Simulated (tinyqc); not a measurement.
## Length offset and series resistance from crossing lines

Problem. R_total = Rs + k (L - dL)/Vo with constant Rs, dL and k. Find k, dL and Rs.

R_total at (L, Vo) = (90, 0.32), (180, 0.32), (90, 0.77) and (180, 0.77), L in nm and Vo in V (ohm um): 474.46875  1065.0938  246.27273  491.72727

Solution. At each overdrive R is a straight line in L with slope k/Vo; the two lines cross at L = dL, R = Rs.

k = 2.100 ohm um V/nm
dL = 30.50 nm
Rs = 84.00 ohm um

Numbers from tinyqc (`OMP_NUM_THREADS=1 python tinyqc.py 2282159 2282160 out.jsonl`; about 0.03 s on one thread of a shared Intel Xeon 2.30GHz).
